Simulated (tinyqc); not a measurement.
Landau levels with Rashba coupling: one step. Fields of the Hall plateaus.

In a field B along z: l = 1/sqrt((e/hbar) B) is the magnetic length, n_B = B/(h/e) the number of states per area in one level, hbar wc = 2 muB B/m for mass m in m0; 1/angstrom^2 = 1e16/cm^2.

Constants: h/e = 413566.7697 T angstrom^2; e^2/h = 3.874045865e-05 S.

Inputs chosen for the exercise (out of a larger set: near those of an asymmetric InGaAs well; not measured data): n = 12 x 1e11/cm^2 (electron sheet density).

Question. A plateau is centred where nu = n/n_B equals 1, 2, 3, 4, 5, 6; there rho_xy = h/(nu e^2).

Give: Plateaus.

Answer.

Plateaus:

| nu | B (T) | 1/B (1/T) | rho_xy (kohm) |
|---|---|---|---|
| 1 | 49.628 | 0.0201 | 25.8128 |
| 2 | 24.814 | 0.0403 | 12.9064 |
| 3 | 16.543 | 0.0604 | 8.6043 |
| 4 | 12.407 | 0.0806 | 6.4532 |
| 5 | 9.926 | 0.1007 | 5.1626 |
| 6 | 8.271 | 0.1209 | 4.3021 |

The order of the levels can change with B, but these counts hold wherever the levels are resolved.

Program tinyqc; command `OMP_NUM_THREADS=1 python tinyqc.py 1251929 1251930 out.jsonl`; about 0.01 s on one thread of a shared Intel(R) Xeon(R) Processor @ 2.30GHz.
